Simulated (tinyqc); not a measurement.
Raman shift of the zone-centre optical phonon of a diamond-structure crystal under stress: one step, computed by the program tinyqc. Command: `OMP_NUM_THREADS=1 python tinyqc.py 3013796 3013797 out.jsonl ramanstress walk`. One thread of a shared host (Intel(R) Xeon(R) Processor @ 2.30GHz), about 0.01 s of CPU time with the checks.

Axes x, y, z are the cube axes. Strain shifts the threefold optical mode and can split it; p, q and r are the phonon deformation potentials.

Question. The line seen from a (001) surface. Backscattering from a (001) surface: incident polarisation (cos phi, sin phi, 0). With Raman tensors (R_z)_xy = (R_z)_yx = 1 and cyclic, only the z component u_z of a mode counts: I = u_z^2 sin^2(2 phi) for parallel and u_z^2 cos^2(2 phi) for crossed polarisers. An unresolved line sits at the intensity-weighted shift, which is M_zz/(2 omega_0).

Inputs (values chosen for the exercise, modelled on silicon): stress sigma (tension positive) = 0.51 GPa; polarisation angle phi = 60 degree.

Stress state: uniaxial. Axis: [210].

M/(2 omega_0) (1/cm), rows x, y, z:
$$\begin{pmatrix}
-0.688364 & -0.488914 & 0.000000 \\
-0.488914 & -1.078852 & 0.000000 \\
0.000000 & 0.000000 & -1.209015
\end{pmatrix}$$

Give: total intensity, parallel; total intensity, crossed; shift of the observed line; shift per stress; stress per shift.

Answer.

total intensity, parallel = 0.75

total intensity, crossed = 0.25

shift of the observed line = -1.2090 1/cm

shift per stress = -2.3706 1/(cm GPa)

stress per shift = -421.83 MPa cm

The z-polarised mode is an eigenmode here, so one line is seen.
